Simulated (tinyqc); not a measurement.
Comparisons within one model: quaternary alloy A(x)B(1-x)C(y)D(1-y) matched to a substrate. A value that a table varies takes the place of the one given here.

Q(x,y) = x y Q_AC + x (1 - y) Q_AD + (1 - x) y Q_BC + (1 - x)(1 - y) Q_BD for the lattice constant. Gap, rule 1: Q(x,y) - x (1 - x)[y C_ABC + (1 - y) C_ABD] - y (1 - y)[x C_ACD + (1 - x) C_BCD]. Rule 2 (mean of ternaries): {x (1 - x)[y T_ABC(x) + (1 - y) T_ABD(x)] + y (1 - y)[x T_ACD(y) + (1 - x) T_BCD(y)]}/{x (1 - x) + y (1 - y)}, T_ABC(x) = x E_AC + (1 - x) E_BC - C_ABC x (1 - x), T_ACD(y) = y E_AC + (1 - y) E_AD - C_ACD y (1 - y), and alike. Only the Gamma valley is followed.

Matching a(x,y) = a_s gives x = (a_s - y a_BC - (1 - y) a_BD)/(y (a_AC - a_BC) + (1 - y)(a_AD - a_BD)).
Constants: hc = 1239.841984 eV nm.

Inputs chosen for the exercise (AC, AD, BC, BD near GaAs, GaP, InAs and InP; substrate near GaAs; the results hold for these values, not for the real material): a = (5.646, 5.448, 6.066, 5.872) angstrom (lattice constants of AC, AD, BC, BD); Eg = (1.528, 2.894, 0.417, 1.424) eV (gaps at Gamma of AC, AD, BC, BD); Cb = (0.5, 0.63, 0.17, 0.101) eV (bowing of ABC, ABD, ACD, BCD); a_s = 5.646 angstrom (substrate); y = 0.64 (fraction of C).

## Along the matched line

x follows from y.

Results:

| y | x | bilinear (eV) | rule 1 (eV) | rule 2 (eV) | wavelength 1 (nm) | wavelength 2 (nm) |
|---|---|---|---|---|---|---|
| 0.01 | 0.5376 | 2.2023 | 2.0447 | 2.0520 | 606 | 604 |
| 0.13 | 0.5932 | 2.1374 | 1.9734 | 2.0316 | 628 | 610 |
| 0.25 | 0.6489 | 2.0679 | 1.9045 | 1.9809 | 651 | 626 |
| 0.37 | 0.7048 | 1.9938 | 1.8379 | 1.9183 | 675 | 646 |
| 0.49 | 0.7607 | 1.9150 | 1.7736 | 1.8494 | 699 | 670 |
| 0.61 | 0.8168 | 1.8316 | 1.7118 | 1.7768 | 724 | 698 |
| 0.73 | 0.8730 | 1.7435 | 1.6524 | 1.7018 | 750 | 729 |
| 0.85 | 0.9294 | 1.6506 | 1.5955 | 1.6252 | 777 | 763 |
| 0.97 | 0.9859 | 1.5531 | 1.5412 | 1.5475 | 804 | 801 |

The matched alloys span 1.541 to 2.045 eV by rule 1, monotonically in y. Along the line dx/dy is +0.463 between the first two rows and +0.471 between the last two. In energy the two rules differ most at y = 0.37, by 80 meV (28 nm there), which measures how far the ternary data leave the interior open. Miscibility gaps are not considered.

## What each parameter does

x is matched anew each time. Each row changes one parameter from the base and keeps the others.

Results:

| case | x | rule 1 (eV) | rule 2 (eV) |
|---|---|---|---|
| base | 0.8309 | 1.6967 | 1.7582 |
| y = 0.65 | 0.8355 | 1.6917 | 1.7520 |
| a_s = 5.65 angstrom | 0.8214 | 1.6817 | 1.7448 |
| Cb = (0.6, 0.756, 0.204, 0.121) eV | 0.8309 | 1.6740 | 1.7479 |
| Eg = (1.578, 2.894, 0.417, 1.424) eV | 0.8309 | 1.7233 | 1.7848 |
| a = (5.656, 5.448, 6.066, 5.872) angstrom | 0.8437 | 1.7171 | 1.7763 |

The largest shifts from the base row, up to three for each result and ties (the steps differ in size, so this ranks the rows, not the parameters). x: a +0.0128, a_s -0.0095, y +0.0047; unchanged at the printed digits by Cb and Eg. rule 1 (eV): Eg +0.0266, Cb -0.0227, a +0.0204. rule 2 (eV): Eg +0.0266, a +0.0181, a_s -0.0134.

Run: tinyqc, `OMP_NUM_THREADS=1 python tinyqc.py 1051260 1051261 out.jsonl`; Intel(R) Xeon(R) Processor @ 2.30GHz, one thread, shared host; about 0.01 s of CPU time with all checks.
